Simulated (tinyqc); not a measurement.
## Via and link resistance from two via chains

Question. A chain of 5000 vias joined by 5000 metal links has R = 5000 (Rv + Rlink), with Rlink proportional to the link length. Find Rv, Rlink for length L, and the value of Rv that the short chain would give if the links were ignored.

resistance of chains of 5000 links with link lengths L and 3 L (ohm): [3.285e5, 3.955e5]

Answer. R per link is a straight line in the link length; its intercept at zero length is Rv.

Rv = 59.00 ohm
Rlink = 6.700 ohm
Rv without correction = 65.70 ohm

Numbers from tinyqc (`OMP_NUM_THREADS=1 python tinyqc.py 2750175 2750176 out.jsonl`; about 0.01 s on one thread of a shared Intel Xeon 2.30GHz).
